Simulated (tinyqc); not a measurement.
What moves the results: tunnelling through a thin dielectric with one trap, as a tight-binding chain. A value that a table varies takes the place of the one given here.

Hopping -t everywhere, t = c/(m a^2), c = hbar^2/2m0; lead sites at 2t (band bottom 0), barrier sites 1 to N at 2t + phi, and site j has U besides. No voltage. Leads give S = -t exp(ika) on sites 1 and N, cos(ka) = 1 - E/(2t). T = (2 t sin(ka))^2 |G_1N|^2, G = (E - H - S)^-1. In the barrier cosh(q a) = 1 + (phi - E)/(2t).

Resonance: the lowest eigenvalue of H + S(E), iterated until its real part equals E (40 rounds from Eb = phi + 2t - sqrt(4t^2 + U^2), the level in an endless barrier). With v the normalised squared amplitudes of that state, Gamma_L = 2 t sin(ka) v_1, Gamma_R = 2 t sin(ka) v_N; Breit-Wigner T = Gamma_L Gamma_R/((E - Er)^2 + (Gamma_L + Gamma_R)^2/4).

Constants: hbar^2/2m0 = 3.80998211 eV angstrom^2.

Inputs chosen for the exercise (barrier and mass of the size used for Al2O3 on silicon; shifted at random, so the results belong to these values and not to a real crystal):
- a = 3 angstrom (site spacing)
- m = 0.33 m0 (mass, the same in leads and barrier)
- phi = 2.27 eV (conduction edge of the barrier above that of the leads)
- N = 9 (barrier sites)
- j = 4 (site of the trap)
- U = -2.88 eV (extra energy on the trap site)
- E = 0.53 eV (electron energy)

## Transmission around the level

Er = 0.97877 eV

widths (meV): left 4.9888, right 0.10494

Energies Er + x (Gamma_L + Gamma_R).

T:
```
x     E (eV)     chain  Breit-Wigner   no trap
-8.0  0.9380  0.000257      0.000314  8.82e-08
-3.0  0.9635   0.00203       0.00218  1.03e-07
-1.0  0.9737    0.0158        0.0161  1.09e-07
-0.5  0.9762    0.0399        0.0404  1.11e-07
0.0   0.9788    0.0807        0.0807  1.13e-07
0.5   0.9813    0.0409        0.0404  1.15e-07
1.0   0.9839    0.0166        0.0161  1.17e-07
3.0   0.9941   0.00236       0.00218  1.24e-07
8.0   1.0195  0.000386      0.000314  1.45e-07
```

How do the results move?

At Er the chain gives 0.0807, 7.15e+05 times the value without trap, and Breit-Wigner 0.0807. In the wings the single pole gives 1.22 times the chain value at x = -8 and 0.814 times at x = 8, because the widths and the level shift change with energy.

## Where a trap does most harm

The trap is moved through the barrier. The area under the resonance, 2 pi Gamma_L Gamma_R/(Gamma_L + Gamma_R), sets the current through it.

Against position:
```
j  Er (eV)  Gamma_L (meV)  Gamma_R (meV)     peak  area (meV)
3   0.9795           34.6         0.0153  0.00177      0.0964
4   0.9788           4.99          0.105   0.0807       0.646
5   0.9786          0.723          0.723     1.00        2.27
6   0.9788          0.105           4.99   0.0807       0.646
7   0.9795         0.0153           34.6  0.00177      0.0964
```

How do the results move?

The area is largest at j = 5 (2.27 meV) and 23.6 times smaller at j = 3: the slower of the two steps limits the current, so traps in the middle carry most. Each site towards a lead multiplies its width by about 6.90, close to exp(2 q a) = 6.90 at Eb.

## Direct against trap-assisted paths

N odd, the trap in the middle, j = (N + 1)/2. Direct T is that without trap at the energy Er; area = 2 pi Gamma_L Gamma_R/(Gamma_L + Gamma_R). The exponents are the slopes of the logarithms between the last two rows, per angstrom.

Against thickness:
```
N   N a (angstrom)  Er (eV)  direct T  area (meV)
5             15.0   0.9797  0.000256         109
7             21.0   0.9789  5.37e-06        15.7
9             27.0   0.9786  1.13e-07        2.27
11            33.0   0.9786  2.37e-09       0.329
13            39.0   0.9786  4.99e-11      0.0477
15            45.0   0.9786  1.05e-12     0.00692
17            51.0   0.9786  2.21e-14     0.00100
```

exponents (1/angstrom): direct 0.6436, through the trap 0.3218

How do the results move?

The direct path falls as exp(-0.644 d) and the path through a central trap as exp(-0.322 d), 2.00 times more slowly, since each step crosses half the layer. From 5 to 17 sites the first loses 10.1 decades and the second 5.0: in thicker layers even few traps rule the leakage. Inelastic capture with phonons is left out.

## What each parameter does

Resonance and log10 T at E. Each row changes one parameter from the base and keeps the others.

Results:
```
case           Er (eV)  Gamma_L (meV)  Gamma_R (meV)  log10 T
base            0.9788          4.989         0.1049   -6.564
m = 0.304 m0    1.0491          7.293         0.1952   -6.374
phi = 2.37 eV   1.0789          4.959         0.1043   -6.931
N = 10          0.9788          4.989        0.01522   -7.526
j = 3           0.9795          34.64        0.01535   -6.559
U = -2.794 eV   1.0427          5.558         0.1279   -6.685
```

What does this show?

The largest shifts from the base row, up to three for each result and ties (the steps differ in size, so this ranks the rows, not the parameters). Er (eV): phi +0.1002, m +0.0704, U +0.0640; unchanged at the printed digits by N. Gamma_L (meV): j +29.6, m +2.30, U +0.569; unchanged at the printed digits by N. Gamma_R (meV): m +0.0902, N -0.0897, j -0.0896. log10 T: N -0.962, phi -0.367, m +0.190.

Computed by tinyqc, a small Python program: `OMP_NUM_THREADS=1 python tinyqc.py 1452389 1452390 out.jsonl` (the numbers bound the seed that draws the inputs); one thread of a shared host (Intel(R) Xeon(R) Processor @ 2.30GHz), about 0.04 s for the whole set of steps.
